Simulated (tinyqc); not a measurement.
Arrhenius fit: deep-level transient spectroscopy (DLTS) of one majority-carrier trap. Computed by tinyqc, a small Python program. Command: `OMP_NUM_THREADS=1 python tinyqc.py 3000658 3000659 out.jsonl dlts walk`. One thread of a shared host (Intel(R) Xeon(R) Processor @ 2.30GHz), about 0.06 s of CPU time with the checks.

A filling pulse loads the traps in a one-sided junction; under reverse bias they empty at the rate e, and the capacitance relaxes as C(t) = C_0 - dC exp(-e t). The signal is S = [C(t_2) - C(t_1)]/dC.

Inputs (values chosen for the exercise, for a model semiconductor):
```
quantity,value,unit
density-of-states mass m,0.478,m_0
valleys M,3,-
trap depth E_t,0.888,eV
cross-section sigma_0,2.7e-14,cm^2
degeneracy ratio g,1,-
gate time t_1,0.004,s
ratio t_2/t_1,2.5,-
capture barrier E_b,0.065,eV
```

Carriers: electrons. Extra term: capture barrier.

Constants: k_B = 8.617333262e-05 eV/K; k_B = 1.380649e-23 J/K; m_0 = 9.1093837015e-31 kg; h = 6.62607015e-34 J s.

Method:
- e = g sigma v N_b exp(-E/k_B T), v = sqrt(3 k_B T/m), N_b = 2 M (2 pi m k_B T/h^2)^(3/2), sigma = sigma_0 exp(-E_b/k_B T), E = E_t.
- S(e) = exp(-e t_1) - exp(-e t_2) peaks at the rate window e_0 = ln(t_2/t_1)/(t_2 - t_1).
- t_1 is scaled by 0.1, 0.3, 1, 3, 10 and 30 at fixed t_2/t_1; each T_p by bisection.
- Least squares of ln(e_0/T_p^2) on 1/(k_B T_p): slope -E_a, intercept ln(gamma sigma_a) with gamma = v N_b/T^2 = sqrt(3 k_B/m) 2 M (2 pi m k_B/h^2)^(3/2). For comparison, the slope of ln e_0 alone.

Arrhenius data:
```
t_1 (s),e_0 (1/s),T_p (K),1/(k_B T_p) (1/eV),ln(e_0/T_p^2)
0.0004,1527.15,468.225,24.7841,-4.9667
0.0012,509.05,448.942,25.8486,-5.9812
0.0040,152.72,429.495,27.0190,-7.0966
0.0120,50.91,413.116,28.0902,-8.1175
0.0400,15.27,396.500,29.2674,-9.2394
0.1200,5.09,382.428,30.3443,-10.2657
```

apparent depth E_a = 0.95300 eV

intercept = 18.652

gamma = 4.6698e+21 cm^-2 s^-1 K^-2

apparent cross-section = 2.7000e-14 cm^2

slope without T^2 = 1.0258 eV

The apparent depth is 0.9530 eV against E_t = 0.888 eV, and the apparent cross-section is 1.000 times sigma_0: the capture barrier adds to the slope, so the true depth needs a separate measurement of capture. Leaving out the T^2 factor overstates the slope by 73 meV, about 2 k_B T_p.

Extremes, crossings and ranges named in words are read from the listed rows.
